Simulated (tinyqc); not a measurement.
Deformation potentials from a strained empirical pseudopotential: one step. Form factors, unstrained and under a volume change.

Diamond lattice, no spin-orbit coupling. Atomic form factor V(q) = a1 (q^2 - a2)/(a3 exp(a4 q^2) - 1) in rydberg with q in 1/bohr, for the unstrained cell. Under a strain e the reciprocal vectors and k go over into (1 + e)^(-1) G, the atoms sit at +/- tau with tau = (1 + e) a (1,1,1)/8 - zeta a (eyz, ezx, exy)/4, and H(G,G') = c |k + G|^2 delta + (V(q)/det(1 + e)) cos(q.tau), q = G - G', with the term q = 0 left out; c = hbar^2/2m0. The basis is fixed before straining: all G with |k + G|^2 up to 16 (2 pi/a)^2. k is given in units of 2 pi/a of the unstrained cell.

Constants: a0 (Bohr radius) = 0.5291772105 angstrom.

Values chosen for the exercise (out of a larger set: near those of Si; not measured data):
- a = 5.42 angstrom (lattice constant)
- A = (0.533, 2.209, 2.081, 0.489) (a1 (Ry bohr^2), a2 (1/bohr^2), a3, a4 (bohr^2))
- h = 0.002 (size of the test strain)

Task: q^2 = n (2 pi/a)^2 a0^2 for the shells n = 3, 8, 11; for e = h 1, q^2 is divided by (1 + h)^2 and V by (1 + h)^3. Last column: the change divided by the relative change of volume, (1 + h)^3 - 1.

Give: Form factors.

Result:

Form factors:
```
n   q^2 (1/bohr^2)    V (Ry)  V expanded (Ry)  dV/(dVol/Vol) (Ry)
3          1.12898  -0.22019         -0.22045             -0.0444
8          3.01060   0.05294          0.05218             -0.1266
11         4.13958   0.06974          0.06933             -0.0689
```

Program tinyqc; command `OMP_NUM_THREADS=1 python tinyqc.py 1850386 1850387 out.jsonl`; about 0.2 s on one thread of a shared Intel(R) Xeon(R) Processor @ 2.30GHz.
